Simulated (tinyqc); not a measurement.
Reflectance at normal incidence against thickness.

Normal incidence on air, film (n1) and substrate (N2 = n2 - i k2): r01 = (1 - n1)/(1 + n1), r12 = (n1 - N2)/(n1 + N2), amplitude (r01 + r12 X)/(1 + r01 r12 X), X = exp(-4 pi i n1 d/lam), R its squared modulus, phase from 0 to 360 degrees.

Inputs (values chosen for the exercise): wavelength lam = 632.8 nm; index of the transparent film n1 = 1.461; index of the substrate n2 = 3.882; extinction coefficient of the substrate k2 = 0.019.

Result of one run:
```
d (nm)   R (%)  phase of the reflected amplitude (degrees)
138     14.543                                      283.16
```

What becomes of these results when the film thickness d is changed from 138 to 110 nm, all else the same?

Result of the changed run:
```
d (nm)   R (%)  phase of the reflected amplitude (degrees)
110     8.4639                                      354.43
```

The whole series:
```
d (nm)   R (%)  phase of the reflected amplitude (degrees)
0       34.850                                      179.85
28      31.746                                      149.77
55      23.493                                      115.89
82      13.254                                      69.109
110     8.4639                                      354.43
138     14.543                                      283.16
165     24.870                                      238.91
192     32.508                                      206.05
220     34.799                                      176.25
```

R goes from 34.9 through a minimum of 8.46 (at d = 110 nm among the rows listed) to 34.8 %. At a quarter wave, d = 108 nm, R = 8.44 %; for a transparent substrate it would vanish for n1 = sqrt(n2) = 1.97.

Computed by the program tinyqc: `OMP_NUM_THREADS=1 python tinyqc.py 2870171 2870172 out.jsonl`, one thread of a shared Intel Xeon 2.30GHz, about 0.01 s for the whole run.
